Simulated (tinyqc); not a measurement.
p-i-n junction, non-linear Poisson equation by Newton steps: one step of the calculation.

One dimension, p side on the left, n side on the right; net doping C = -Na for x < 0, 0 for 0 < x < Li and +Nd beyond. The potential psi is counted from the intrinsic level, and the quasi-Fermi potentials are flat: 0 for holes and -V for electrons, so n = ni exp((psi + V)/Vt) and p = ni exp(-psi/Vt) (Boltzmann statistics, full ionisation, no current).

Problem. Newton step. Solve the tridiagonal system a_(i-1) d_(i-1) + b_i d_i + a_i d_(i+1) = -F_i for nodes 1 to 12, with d = 0 on fixed nodes. Half of the step is added while the largest |d| exceeds 1.5 Vt, the full step after that.

Parameters, values chosen for the exercise: temperature T = 325 K.

Constants: q = 1.602176634e-19 C, kB = 1.380649e-23 J/K, Vt = kB T/q. Results are converted to the units shown.

coupling a_i, interval 0 to 12 (F/cm^2): 4.5529166e-8  5.3070807e-8  6.1789582e-8  7.2087846e-8  8.3580111e-8  9.7197095e-8  6.8383727e-8  4.8327047e-8  3.3923692e-8  2.3896523e-8  1.6862654e-8  1.1850057e-8  8.3178284e-9

```
node	diagonal b (F/cm^2)	residual F (C/cm^2)
1	-1.2092866e-6	~0
2	-1.0682260e-6	2.7578619e-9
3	-3.0009002e-7	1.2262447e-9
4	-1.5567031e-7	6.5776300e-14
5	-1.8077721e-7	-2.9588197e-9
6	-1.6558082e-7	-6.7087141e-9
7	-1.1671077e-7	-1.3705019e-8
8	-8.2250759e-8	-1.9469651e-8
9	-6.6318076e-7	-3.2681698e-8
10	-1.4423467e-6	-3.9581384e-8
11	-2.0197679e-6	-5.5762156e-8
12	-2.8553793e-6	~0
```

psi at the start, node 0 to 13 (V): -1.4456777  -1.4456777  -1.4456777  -1.4010446  -1.0925290  -0.5907950  -0.0152715  0.7046438  1.4397493  1.9130417  1.9267699  1.9267699  1.9267699  1.9267699

Find: Newton step d, before damping; psi after iteration 1.

Solution.

Newton step d, before damping, node 1 to 12 (V): -0.0001  -0.0020  -0.0790  -0.3443  -0.5731  -0.7395  -0.8778  -0.7899  -0.0907  -0.0293  -0.0279  -0.0001
psi after iteration 1, node 0 to 13 (V): -1.446  -1.446  -1.447  -1.441  -1.265  -0.877  -0.385  0.266  1.045  1.868  1.912  1.913  1.927  1.927

tinyqc, about 0.1 s, one thread, Intel Xeon 2.30GHz (shared host): `OMP_NUM_THREADS=1 python tinyqc.py 2000169 2000170 out.jsonl`

~0 in a residual or rate marks an entry under 1e-11 of the largest of its column.
